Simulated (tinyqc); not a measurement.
Static screening by free carriers: one step. Screening at finite temperature. Four cases, with inputs chosen for the exercise.

Question. Solve for eta and form qs.

kF = (3 pi^2 n/Mv)^(1/3), EF = c kF^2/m with c = hbar^2/2m0, n in 1/angstrom^3 (1e-24 per 1/cm^3), e2 = e^2/(4 pi eps0). Thomas-Fermi: qTF^2 = 6 pi e2 n/(eps EF). Debye: qD^2 = 4 pi e2 n/(eps kB T).

F_j(eta) = (1/Gamma(j + 1)) integral_0^infinity x^j dx/(1 + exp(x - eta)), which tends to exp(eta) for eta << 0.

At finite T: qs^2 = qD^2 F_-1/2(eta)/F_1/2(eta), where n = Mv N F_1/2(eta) and N = 2 (m kB T/(4 pi c))^(3/2) with c = hbar^2/2m0, in 1/angstrom^3; times 1e24 for 1/cm^3.

Constants: hbar^2/2m0 = 3.80998211 eV angstrom^2; e^2/(4 pi eps0) = 14.39964547 eV angstrom; kB = 8.617333262e-05 eV/K.

Case 1.

Values chosen (near those of GaAs; not measured data):
- n = 1.3e+16 1/cm^3 (carrier density)
- m = 0.0699 m0 (mass of one isotropic valley)
- Mv = 1 (valleys)
- eps = 13.1 (background dielectric constant)
- T = 300 K

Case 2.

Values chosen (near those of Ge; not measured data):
- n = 8.7e+17 1/cm^3 (carrier density)
- m = 0.2199 m0 (mass of one isotropic valley)
- Mv = 4 (valleys)
- eps = 16.1 (background dielectric constant)
- T = 300 K

Case 3.

Values chosen (near those of InAs; not measured data):
- n = 1.5e+17 1/cm^3 (carrier density)
- m = 0.0259 m0 (mass of one isotropic valley)
- Mv = 1 (valleys)
- eps = 15.2 (background dielectric constant)
- T = 200 K

Case 4.

Values chosen (near those of GaAs; not measured data):
- n = 7.8e+17 1/cm^3 (carrier density)
- m = 0.0668 m0 (mass of one isotropic valley)
- Mv = 1 (valleys)
- eps = 13 (background dielectric constant)
- T = 300 K

Give: n/(Mv N); eta; qs; screening length 1/qs.

Answer.

Case 1.

n/(Mv N) = 0.02803
eta = -3.564
qs = 0.002623 1/angstrom
screening length 1/qs = 381.3 angstrom

qs is 0.995 of the Debye value and 0.271 of the Thomas-Fermi value.

Case 2.

n/(Mv N) = 0.08405
eta = -2.447
qs = 0.01917 1/angstrom
screening length 1/qs = 52.18 angstrom

qs is 0.985 of the Debye value and 0.388 of the Thomas-Fermi value.

Case 3.

n/(Mv N) = 2.635
eta = 1.868
qs = 0.007443 1/angstrom
screening length 1/qs = 134.3 angstrom

qs is 0.731 of the Debye value and 0.907 of the Thomas-Fermi value.

Case 4.

n/(Mv N) = 1.800
eta = 1.209
qs = 0.01617 1/angstrom
screening length 1/qs = 61.86 angstrom

qs is 0.789 of the Debye value and 0.862 of the Thomas-Fermi value.

Computed by tinyqc, one run a case: `OMP_NUM_THREADS=1 python tinyqc.py N N+1 out.jsonl` with N = 1681514, 1681579, 1681742, 1682522; one thread of a shared Intel(R) Xeon(R) Processor @ 2.30GHz, about 0.01 s a run at most.
